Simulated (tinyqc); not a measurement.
Deep-level transient spectroscopy: two steps of the calculation.

Schottky contact on an n-type layer with shallow donors Nd (all ionised) and a donor-like deep trap, neutral when filled and positive when empty; depletion approximation. Traps within lam of the depletion edge stay filled. A long pulse to Vp fills the traps beyond x1 = Wp - lam; back at Vr those between x1 and x2 = Wr - lam emit. A rate window reads S = C(t2) - C(t1).

Parameters, values chosen for the exercise; material values close to those of indium phosphide:
```
symbol,value,unit,meaning
eps_r,12.7,,relative permittivity
Nc,5.79e17,cm^-3,conduction-band density of states at 300 K
vth,4e7,cm/s,thermal velocity at 300 K
Nd,5.1e14,cm^-3,shallow donor density
Et,0.32,eV,depth of the trap below the conduction edge
sn,1.2e-17,cm^2,capture cross-section
Nt,1.4e13,cm^-3,trap density
t1,1,ms,first sampling time
t2,2.5,ms,second sampling time
```

Constants: q = 1.602176634e-19 C, kB = 1.380649e-23 J/K, eps0 = 8.8541878128e-14 F/cm where lengths are in cm. Results are converted to the units shown.

Task 1. The transient. W(t)^2 = Wr^2 + (Nt/Nd)(x2^2 - x1^2) exp(-en t), C = eps0 eps_r/W; for small Nt, dC/C = -(Nt/2 Nd) G exp(-en t) with G = (x2^2 - x1^2)/Wr^2. S = C(t2) - C(t1).

t, sample 0 to 6 (ms): 0  0.5  1  1.75  2.5  5  12.5
en = 253.85533 1/s
Wr = 3690.5319 nm
G = (x2^2 - x1^2)/Wr^2 = 0.62009326

Find: C; C - C(final); S.

Result 1.

```
sample  C (nF/cm^2)  C - C(final) (pF/cm^2)
0            3.0213                 -25.606
1            3.0243                 -22.588
2            3.0270                 -19.922
3            3.0304                 -16.496
4            3.0333                 -13.655
5            3.0397                  -7.262
6            3.0459                  -1.085
```

S = 6.2663 pF/cm^2

Task 2. Peak temperature. Fixed-point step for en(T) = ew: T(new) = (Et q/kB)/ln(sn g T^2/ew), g = vth Nc/(300 K)^2.

ew = 610.86049 1/s
T at the start = 300 K

Wanted: T after step 1.

Result 2.

T after step 1 = 285.04 K

Program tinyqc, `OMP_NUM_THREADS=1 python tinyqc.py 2050034 2050035 out.jsonl`; Intel Xeon 2.30GHz, shared host, one thread, about 0.01 s.
